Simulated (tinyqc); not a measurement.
A discretised effective-mass wire between two leads, recursive Green functions: two steps of the calculation.

Finite differences on a grid of step a give a chain with hopping -t, t = C/(m a^2), C = hbar^2/(2 m0), and site energies 2 t + U_i for the N = 8 sites of the device; the semi-infinite leads have site energy 2 t. Each slice is one site, and V = -t couples neighbouring slices.

Inputs (values chosen for the exercise):

| symbol | value | unit | meaning |
|---|---|---|---|
| m | 0.031 | m0 | effective mass |
| a | 0.53 | nm | grid step |
| U | [0, 1.4, 1.4, 1.4, 0, 0, 0, 0] | eV | potential on the sites 1 to N |
| E | 0.725 | eV | energy above the band bottom of the leads |

Constants: q = 1.602176634e-19 C, hbar = 1.054571817e-34 J s, m0 = 9.1093837015e-31 kg, hbar^2/(2 m0) = 0.0380998212 eV nm^2. Results are converted to the units shown.

Question 1. Self-energy of the leads. Sigma = t^2 g(E - 2 t), g(x) = (x - i sqrt(4 t^2 - x^2))/(2 t^2) for |x| < 2 t and (x - sign(x) sqrt(x^2 - 4 t^2))/(2 t^2) otherwise; Gamma = i (Sigma - Sigma^dagger); both leads give the same.

Find: t; Sigma; Gamma; open modes.

Answer 1.

t = 4.3753 eV
Sigma = -4.0128-1.7438i eV
Gamma = 3.4875 eV
open modes = 1

Question 2. Forward pass. Forward pass: g_1 = (E - H_1 - Sigma)^(-1), g_i = (E - H_i - V g_(i-1) V^dagger)^(-1), with Sigma also subtracted on the last slice; G_(i,1) = g_i V G_(i-1,1), starting from g_1. H_i is the block of slice i, its site energy.

Sigma = -4.0128168-1.7437599i eV

Give: g_i; G_(i,1) of the forward pass.

Answer 2.

```
site       g_i (1/eV)  G_(i,1) of the forward pass (1/eV)
1     -0.2096-0.0911i                     -0.2096-0.0911i
2     -0.1674-0.0539i                     -0.1320-0.1162i
3     -0.1564-0.0260i                     -0.0772-0.0945i
4     -0.1546-0.0119i                     -0.0473-0.0679i
5     -0.1970-0.0089i                     -0.0381-0.0604i
6     -0.2346-0.0094i                     -0.0366-0.0636i
7     -0.2823-0.0143i                     -0.0412-0.0808i
8      0.2315-0.3360i                      0.1605+0.0212i
```

Computed by the program tinyqc: `OMP_NUM_THREADS=1 python tinyqc.py 2660034 2660035 out.jsonl`, one thread of a shared Intel Xeon 2.30GHz, about 0.01 s for the whole run.
